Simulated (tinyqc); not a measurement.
Inside a calculation. Method: CIS and TDHF on RHF in the sto-6g basis, for H2, spin multiplicity 1. One step of it, computed by the program tinyqc.

Question. CIS matrix, triplets. A(ia,jb) = (e_a - e_i) d_ij d_ab - (ij|ab).

orbital energies (hartree): MO1 -0.561082, MO2 0.614656

Two-electron integrals over orbitals (pq|rs), unique and non-zero (hartree):
```
(11|11) 0.664396   (21|21) 0.184577   (22|11) 0.655080   (22|22) 0.689179
```

Give: CIS matrix A, triplet.

Answer.

CIS matrix A, triplet (hartree):
```
        1>2
1>2  0.5207
```
